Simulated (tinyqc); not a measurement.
From results back to parameters: two-level Kane dispersion of a narrow-gap semiconductor.

Problem. In the two-level Kane model E = Eg/2 + sqrt(Eg^2/4 + (2/3) Ep c k^2), c = hbar^2/2m0, and the momentum mass is m(k) = (3/(2 Ep)) sqrt(Eg^2 + (8/3) Ep c k^2). It is given at the Fermi wave vectors kF = (3 pi^2 n)^(1/3) of two densities (1 cm^-3 = 1e-24 angstrom^-3).

Constants: hbar^2/2m0 = 3.80998211 eV angstrom^2.

Inputs chosen for the exercise (out of a larger set: near those of InAs; not measured data): n12 = (3.4e+15, 2.5e+17) cm^-3 (two densities).

masses at the two densities (m0): 0.03074977  0.03659502

Find: kF^2; Ep; edge mass; |Eg|.

Solution. m^2 = m0*^2 + (6 c/Ep) kF^2 is a straight line in kF^2: the slope gives Ep, the intercept the edge mass, and |Eg| = (2/3) Ep m0*. The sign of Eg does not enter. The two-level form takes Dso as infinite, which overstates the mass where Dso is not large against Eg.

kF^2 (1/angstrom^2): 2.1640e-05  0.00037982

Ep = 20.8 eV
edge mass = 0.03036 m0
|Eg| = 0.421 eV

Run: tinyqc, `OMP_NUM_THREADS=1 python tinyqc.py 1080781 1080782 out.jsonl`; Intel(R) Xeon(R) Processor @ 2.30GHz, one thread, shared host; about 0.01 s of CPU time with all checks.
